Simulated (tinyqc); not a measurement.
Worked calculation: sp3 tight binding, zinc-blende lattice. Computed by tinyqc, a small Python program that keeps every step. Command: `OMP_NUM_THREADS=1 python tinyqc.py 20241 20242 out.jsonl` (the two numbers bound the seeds that draw the settings). One thread of a shared host (Intel(R) Xeon(R) Processor @ 2.60GHz), about 0.01 s of CPU time with the checks.

## Bloch Hamiltonian at k

Parameters chosen for this model: zinc-blende lattice, anion at 0, cation at a/4 (1,1,1); V = eta hbar^2 / (m d^2), hbar^2/m = 7.619964 eV angstrom^2:
```
parameter,value,unit
a,4.500000,angstrom
d,1.948557,angstrom
Es anion,-12.240000,eV
Ep anion,-6.830000,eV
Es cation,-12.240000,eV
Ep cation,-6.830000,eV
eta ss,-1.320000,
eta sp,1.420000,
eta pp sigma,2.220000,
eta pp pi,-0.630000,
V ss,-2.649113,eV
V sp,2.849804,eV
V pp sigma,4.455327,eV
V pp pi,-1.264350,eV
```

k point k (2 pi / a): 0.080000  -0.380000  0.630000

Slater-Koster rules over the four bonds with direction cosines (l, m, n): ss V_ss; s-px l V_sp; px-s -l V_sp; px-px l^2 V_pps + (1 - l^2) V_ppp; px-py l m (V_pps - V_ppp); each times exp(i k.d).

H(k) at k (eV):
```
,a s,a px,a py,a pz,c s,c px,c py,c pz
a s,-12.240000,0.000000,0.000000,0.000000,-4.773761-0.623927i,3.067490+0.374558i,-0.570210-2.014964i,0.254549+4.513674i
a px,0.000000,-6.830000,0.000000,0.000000,-3.067490-0.374558i,1.157275+0.151255i,0.294963+5.230294i,-0.660740-2.334873i
a py,0.000000,0.000000,-6.830000,0.000000,0.570210+2.014964i,0.294963+5.230294i,1.157275+0.151255i,3.554504+0.434025i
a pz,0.000000,0.000000,0.000000,-6.830000,-0.254549-4.513674i,-0.660740-2.334873i,3.554504+0.434025i,1.157275+0.151255i
c s,-4.773761+0.623927i,-3.067490+0.374558i,0.570210-2.014964i,-0.254549+4.513674i,-12.240000,0.000000,0.000000,0.000000
c px,3.067490-0.374558i,1.157275-0.151255i,0.294963-5.230294i,-0.660740+2.334873i,0.000000,-6.830000,0.000000,0.000000
c py,-0.570210+2.014964i,0.294963-5.230294i,1.157275-0.151255i,3.554504-0.434025i,0.000000,0.000000,-6.830000,0.000000
c pz,0.254549-4.513674i,-0.660740+2.334873i,3.554504-0.434025i,1.157275-0.151255i,0.000000,0.000000,0.000000,-6.830000
```

## Levels at k

Diagonalise the Hermitian matrix.

eigenvalues (eV): -19.422812  -14.893887  -13.731091  -12.405268  -2.907850  -2.242843  -0.690679  0.834428

weights |c|^2 of the basis functions:
```
,band 1,band 2,band 3,band 4,band 5,band 6,band 7,band 8
a s,0.422579,0.152697,0.041228,0.024259,0.272478,0.049026,0.013275,0.024458
a px,0.004825,0.163798,0.255075,0.018665,0.144262,0.070016,0.178786,0.164572
a py,0.017092,0.108711,0.139855,0.229642,0.001260,0.022004,0.300613,0.180823
a pz,0.055505,0.074794,0.063841,0.227434,0.082000,0.358954,0.007326,0.130147
c s,0.422579,0.152697,0.041228,0.024259,0.272478,0.049026,0.013275,0.024458
c px,0.004825,0.163798,0.255075,0.018665,0.144262,0.070016,0.178786,0.164572
c py,0.017092,0.108711,0.139855,0.229642,0.001260,0.022004,0.300613,0.180823
c pz,0.055505,0.074794,0.063841,0.227434,0.082000,0.358954,0.007326,0.130147
```

## Bloch Hamiltonian at G

k point G (2 pi / a): 0  0  0

As before.

H(k) at G (eV):
```
,a s,a px,a py,a pz,c s,c px,c py,c pz
a s,-12.240000,0.000000,0.000000,0.000000,-10.596454,0.000000,0.000000,0.000000
a px,0.000000,-6.830000,0.000000,0.000000,0.000000,2.568837,0.000000,0.000000
a py,0.000000,0.000000,-6.830000,0.000000,0.000000,0.000000,2.568837,0.000000
a pz,0.000000,0.000000,0.000000,-6.830000,0.000000,0.000000,0.000000,2.568837
c s,-10.596454,0.000000,0.000000,0.000000,-12.240000,0.000000,0.000000,0.000000
c px,0.000000,2.568837,0.000000,0.000000,0.000000,-6.830000,0.000000,0.000000
c py,0.000000,0.000000,2.568837,0.000000,0.000000,0.000000,-6.830000,0.000000
c pz,0.000000,0.000000,0.000000,2.568837,0.000000,0.000000,0.000000,-6.830000
```

## Levels at G

As before.

eigenvalues (eV): -22.836454  -9.398837  -9.398837  -9.398837  -4.261163  -4.261163  -4.261163  -1.643546

## Bands along a path

The same steps at evenly spaced points between the labelled ones.

Bands along the path (eV):
```
k,band 1,band 2,band 3,band 4,band 5,band 6,band 7,band 8
L,-19.268034,-16.552092,-11.927536,-11.927536,-3.561498,-1.732464,-1.732464,1.241624
L-G 0.33,-20.682347,-14.615205,-11.427650,-11.427650,-3.273623,-2.232350,-2.232350,0.431175
L-G 0.67,-22.244249,-11.470600,-10.213107,-10.213107,-3.446893,-3.446893,-3.139079,-1.286071
G,-22.836454,-9.398837,-9.398837,-9.398837,-4.261163,-4.261163,-4.261163,-1.643546
G-X 0.33,-22.037961,-11.244642,-11.244642,-10.508991,-3.984159,-2.415358,-2.415358,-1.608889
G-X 0.67,-19.814837,-13.558249,-13.558249,-13.257782,-3.268972,-1.798410,-0.101751,-0.101751
X,-16.650551,-16.650551,-14.456236,-14.456236,-2.419449,-2.419449,0.796236,0.796236
X-W 0.33,-16.650551,-16.650551,-14.456236,-14.456236,-2.419449,-2.419449,0.796236,0.796236
X-W 0.67,-16.650551,-16.650551,-14.456236,-14.456236,-2.419449,-2.419449,0.796236,0.796236
W,-16.650551,-16.650551,-14.456236,-14.456236,-2.419449,-2.419449,0.796236,0.796236
```

With 4 band(s) filled, the highest filled level on these points lies at G and the lowest empty one at G: a gap of 5.1377 eV, direct.
